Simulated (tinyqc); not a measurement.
Linear model of a band gap against the share of exact exchange, step by step. Values are carried at full precision from step to step, so a last printed digit may differ when a step is redone from the rounded ones.

E(alpha) = E0 + S alpha. A wider gap screens less, modelled in the Penn form eps(alpha) = 1 + (e0 - 1)(EP/(EP + S alpha))^2 with a scale EP chosen for the exercise. A dielectric-dependent hybrid takes alpha = 1/eps.

Parameters, chosen for this exercise (of the order of those of Ge; the results hold for these values, not for the real material): E0 = 0.08 eV (gap of the semi-local functional); S = 4.91 eV (slope dE/d(alpha)); e0 = 17.92 (optical dielectric constant at alpha = 0); EP = 8.1 eV (energy scale of the screening); Et = 0.73 eV (target gap); a_start = 0.25 (starting alpha); fv = 0.48 (share of the opening taken by the valence edge); Ed = 0.03 eV (defect level above the semi-local valence top); cd = 0 (shift of the level per unit opening, on the scale of the mean potential).

## Fixed shares

Gap, error against the target and eps for alpha = 0, 0.25 and 1/e0; and the alpha that meets the target, (Et - E0)/S.

Results:
```
alpha,E (eV),E - Et (eV),eps
0.0000,0.080,-0.650,17.920
0.2500,1.308,0.578,13.760
0.0558,0.354,-0.376,16.831
```

alpha for the target = 0.1324

A quarter of exact exchange overshoots the target by 0.58 eV: the material needs 0.132, and 1/e0 = 0.056 lies closer to it than 0.25 does.

## Self-consistent share

Iterate alpha -> 1/eps(alpha) seven times from a_start. The fixed point solves alpha eps(alpha) = 1; the contraction factor there is 2 (eps - 1) S/((EP + S alpha) eps^2).

Iterates:
```
step,alpha,eps,E (eV)
0,0.25000,13.7597,1.3075
1,0.07268,16.5222,0.4368
2,0.06052,16.7436,0.3772
3,0.05972,16.7583,0.3732
4,0.05967,16.7593,0.3730
5,0.05967,16.7594,0.3730
6,0.05967,16.7594,0.3730
7,0.05967,16.7594,0.3730
```

fixed point = 0.05967
contraction factor = 0.0656

The factor is positive, so the iterates approach from one side, the error shrinking to 0.07 of itself each step; the gap is within 0.01 eV of its limit from step 2. Self-consistency moves the gap by +0.019 eV against the one-shot choice 1/e0, since a wider gap screens less.

## Band edges and a deep level

The opening c = S alpha lowers the valence top by fv c and raises the conduction edge by (1 - fv) c, both against the mean potential; the level moves by cd c. Use the fixed point. Compare with stretching the level in proportion to the gap and with pinning it to either edge.

opening c = 0.293 eV

shifts of the valence and conduction edges (eV): -0.141  0.152

level above the valence top = 0.171 eV
level below the conduction edge = 0.202 eV

level above the valence top: stretched, tied to the valence edge, tied to the conduction edge (eV): 0.140  0.030  0.323

The three recipes err by -0.03, -0.14 and +0.15 eV against alignment through the mean potential. A localised level with cd = 0 stays put while the edges move away from it.

## Checks

- Fixed point by bisection against 60 substitutions: both 0.05967.

Program tinyqc; command `OMP_NUM_THREADS=1 python tinyqc.py 1880441 1880442 out.jsonl`; about 0.01 s on one thread of a shared Intel(R) Xeon(R) Processor @ 2.30GHz.
